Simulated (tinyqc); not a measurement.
Inside a calculation. Method: Jacobi rotations on a symmetric matrix. Computed by tinyqc, a small Python program that keeps every step. Settings: method = jacobi. Command: `OMP_NUM_THREADS=1 python tinyqc.py 29809 29810 out.jsonl` (the two numbers bound the seeds that draw the settings). One thread of a shared host (Intel(R) Xeon(R) Processor @ 2.60GHz), about 0.01 s of CPU time with the checks.

## Jacobi rotation 1

A:
$$\begin{pmatrix}
0.616000 & -0.184000 & -0.024000 \\
-0.184000 & 1.582000 & -0.205000 \\
-0.024000 & -0.205000 & 1.710000
\end{pmatrix}$$

Take the largest off-diagonal element A_pq; tan 2 theta = 2 A_pq / (A_qq - A_pp) with |theta| <= pi/4; A' = J^T A J with J_pp = J_qq = cos, J_pq = sin, J_qp = -sin.

p, q, theta (rad): [2.000000, 3.000000, -0.634095]

A':
$$\begin{pmatrix}
0.616000 & -0.162451 & 0.089676 \\
-0.162451 & 1.431242 & 0.000000 \\
0.089676 & 0.000000 & 1.860758
\end{pmatrix}$$

## Jacobi rotation 2

As before.

p, q, theta (rad): [1.000000, 2.000000, -0.189621]

A':
$$\begin{pmatrix}
0.584821 & 0.000000 & 0.088069 \\
0.000000 & 1.462421 & -0.016903 \\
0.088069 & -0.016903 & 1.860758
\end{pmatrix}$$

## Jacobi rotation 3

As before.

p, q, theta (rad): [1.000000, 3.000000, 0.068589]

A':
$$\begin{pmatrix}
0.578771 & 0.001158 & 0.000000 \\
0.001158 & 1.462421 & -0.016863 \\
0.000000 & -0.016863 & 1.866808
\end{pmatrix}$$

## All rotations

The off-diagonal norm falls at every rotation.

Rotations:
```
step  p  q      theta  off-diagonal norm
1     2  3  -0.634095           2.62e-01
2     1  2  -0.189621           1.27e-01
3     1  3   0.068589           2.39e-02
4     2  3  -0.041604           1.64e-03
5     1  2   0.001311           6.81e-05
6     1  3  -0.000037           8.93e-08
7     2  3  -1.56e-07           3.34e-12
```

eigenvalues: [0.578770, 1.461720, 1.867510]
